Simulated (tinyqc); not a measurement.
Binary melting diagram from solution models of liquid and solid: one step, computed by the program tinyqc. Command: `OMP_NUM_THREADS=1 python tinyqc.py 3024272 3024273 out.jsonl melt walk`. One thread of a shared host (Intel(R) Xeon(R) Processor @ 2.30GHz), about 0.01 s of CPU time with the checks.

x is the fraction of B. In a phase with interaction L: mu_A = G_A + R T ln(1 - x) + L x^2, mu_B = G_B + R T ln x + L (1 - x)^2. Melting: G(liquid) - G(solid) = H (1 - T/T_m) for each pure component.

Problem. Tie line by Newton steps. Equal potentials: F_A = dG_A + R T ln[(1 - xl)/(1 - xs)] + L_L xl^2 - L_S xs^2 = 0, F_B = dG_B + R T ln(xl/xs) + L_L (1 - xl)^2 - L_S (1 - xs)^2 = 0. Newton steps from the ideal values with the exact Jacobian, halved if x would leave (0, 1); stop below 1e-12, residuals under 1e-7 shown as 0.

Inputs (values chosen for the exercise, for a model alloy):
```
quantity                value    unit
melting point T_A         985       K
melting point T_B        1220       K
heat of melting H_A      23.8  kJ/mol
heat of melting H_B      25.5  kJ/mol
liquid interaction L_L    2.4  kJ/mol
solid interaction L_S    0.46  kJ/mol
```

Diagram: complete solid solution (lens).

T = 1046.1 K

Constants: R = 8.314462618 J/(mol K).

Give: Iteration; liquidus xl; solidus xs.

Solution.

Iteration:
```
step      xl      xs  F_A (kJ/mol)  F_B (kJ/mol)
1     0.2313  0.3513     7.164e-02     1.225e+00
2     0.1413  0.2756     1.642e-02    -6.496e-01
3     0.1599  0.2892     2.184e-04    -5.842e-02
4     0.1620  0.2909     6.299e-06    -6.246e-04
5     0.1621  0.2909             0             0
6     0.1621  0.2909             0             0
```

liquidus xl = 0.1621

solidus xs = 0.2909
